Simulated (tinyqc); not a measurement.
Strain, valley repopulation and piezoresistance in a many-valley conduction band: one step, computed by the program tinyqc.

Valleys are ellipsoids with mass m_l along the axis a and m_t across it, parabolic, with one constant relaxation time; strain shifts the valleys and leaves the masses alone. Currents are taken along [100], in the plane, and along [001], across the plane.

Task: Linear piezoresistance coefficients. Each of the 6 valleys holds n_v = N_v (2/sqrt(pi)) F_1/2((E_F - dE_v)/(k_B T)), N_v = 2 (m_d k_B T/(2 pi hbar^2))^(3/2), m_d = (m_l m_t^2)^(1/3); E_F solves sum n_v = n and is counted from the unstrained edge. F_j(eta) = int_0^infinity x^j/(1 + exp(x - eta)) dx, without a gamma-function factor. It is evaluated after integrating by parts. Integrals over x = E/(k_B T) use 160 Gauss-Legendre points in u = sqrt(x) from 0 to sqrt(max(eta, 0) + 32). With eta_0 the reduced Fermi level without strain, r = F_-1/2(eta_0)/(2 F_1/2(eta_0)) (1 for a classical gas) and c = r (Xi_u/k_B T) (m_l - m_t)/(2 m_l + m_t): pi11 = -(2/3) c (S11 - S12), pi12 = -pi11/2, pi44 = 0, with S11 - S12 = 1/(C11 - C12).

Inputs (values chosen for the exercise, modelled on silicon):
```
quantity                            value    unit
longitudinal mass m_l               0.897     m_0
transverse mass m_t                 0.192     m_0
shear deformation potential Xi_u     9.27      eV
C11                                   166     GPa
C12                                    64     GPa
electron density n                1.1e+17  1/cm^3
temperature T                         200       K
```

Valley axes: <100> (6 valleys in 3 pairs). Load: biaxial in the (001) plane.

Constants: k_B = 8.617333262e-05 eV/K; m_0 = 9.1093837015e-31 kg; k_B = 1.380649e-23 J/K; hbar = 1.054571817e-34 J s.

Give: eta_0; degeneracy factor r; pi11; pi12; pi44.

Result:

eta_0 = -4.9063

degeneracy factor r = 0.99740

pi11 = -124.47 1e-11/Pa

pi12 = 62.235 1e-11/Pa

pi44 = 0 1e-11/Pa

The gas is classical, so the coefficients follow 1/T.
